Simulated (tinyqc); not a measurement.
Coupled-perturbed Hartree-Fock on RHF in the 6-31g basis, for H2, spin multiplicity 1, step by step. One step of it, computed by the program tinyqc.

Question. Response to a field: uncoupled start. Field along z; U_ai = -mu_ai / (e_a - e_i), alpha = -4 sum U_ai mu_ai.

orbital energies (hartree): MO1 -0.595514, MO2 0.238205, MO3 0.775206, MO4 1.403093

dipole integrals <a|z|i> (bohr):
```
           i1
a2  -1.019190
a3   0.000000
a4   0.209144
```

Give: uncoupled U; uncoupled polarisability.

Answer.

uncoupled U:
```
        i1
a2   1.222
a3   0.000
a4  -0.105
```

uncoupled polarisability = 5.071 bohr^3
